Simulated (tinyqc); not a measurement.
What moves the minority density and the gain: heavy doping: gap narrowing, degeneracy and the minority density.

F_j(eta) = (1/Gamma(j + 1)) integral_0^infinity x^j dx/(1 + exp(x - eta)), which tends to exp(eta) for eta << 0.

Empirical narrowing (Slotboom form, constants chosen for the exercise; published fits of this form give the apparent narrowing, here it is taken as the true one): dEg = E0 [ln(N/N0) + sqrt(ln(N/N0)^2 + C)].

Majority: N = Nv F_1/2(eta), eta the distance of EF beyond the majority band edge in kT. Degeneracy factor gam = F_1/2(eta)/exp(eta). ni0^2 = Nc Nv exp(-Eg/kT); product n p = ni0^2 gam exp(dEg/kT), dEg the true narrowing; apparent narrowing dEa = dEg + kT ln gam; minority density = n p/N.

Bipolar transistor with N as emitter doping: beta = K (N/NB) exp((dEa_B + dG - dEa_E)/kT), dEa_E = dEg(N) + kT ln gam, dEa_B = dEg(NB). For the sweep in T, Nv is scaled as (T/T0)^(3/2) from its value at T0 = T.

Constants: kB = 8.617333262e-05 eV/K.

Values chosen for the exercise (gap and densities of states near those of Si at this temperature; narrowing constants near the fits for Si; not measured data):
- Eg = 1.133 eV (gap)
- Nc = 2.8e+19 1/cm^3 (conduction-band density of states)
- Nv = 1.17e+19 1/cm^3 (valence-band density of states)
- T = 300 K
- E0 = 6.56 meV (narrowing scale)
- N0 = 1.6e+17 1/cm^3 (onset density)
- C = 0.5 (smoothing constant)
- N = 1.5e+18 1/cm^3 (ionised acceptors, equal to the majority density)
- NB = 3e+17 1/cm^3 (base doping)
- K = 1.4 (ratio (D_B W_E)/(D_E W_B))
- dG = 0 meV (extra narrowing of the base by alloying)

All results formed anew.

Results for these values:

| case | dEg (meV) | dEa (meV) | minority (1/cm^3) | beta |
|---|---|---|---|---|
| base | 30.08 | 28.91 | 61.8 | 3.41 |

What happens to each result for Nv = 1.52e+19 1/cm^3, all else kept?

Answer: dEg does not change at the printed digits; dEa rises from 28.91 to 29.18; minority rises from 61.8 to 81.2; beta falls from 3.41 to 3.38.

The same for each parameter in turn:

| case | dEg (meV) | dEa (meV) | minority (1/cm^3) | beta |
|---|---|---|---|---|
| base | 30.08 | 28.91 | 61.8 | 3.41 |
| N = 3e+18 1/cm^3 | 39.01 | 36.67 | 41.8 | 5.05 |
| E0 = 7.872 meV | 36.09 | 34.92 | 78.1 | 2.93 |
| N0 = 3.2e+17 1/cm^3 | 21.28 | 20.11 | 44.0 | 3.79 |
| Eg = 1.153 eV | 30.08 | 28.91 | 28.5 | 3.41 |
| Nv = 1.52e+19 1/cm^3 | 30.08 | 29.18 | 81.2 | 3.38 |
| NB = 6e+17 1/cm^3 | 30.08 | 28.91 | 61.8 | 2.34 |

Run: tinyqc, `OMP_NUM_THREADS=1 python tinyqc.py 1652652 1652653 out.jsonl`; Intel(R) Xeon(R) Processor @ 2.30GHz, one thread, shared host; about 0.01 s of CPU time with all checks.
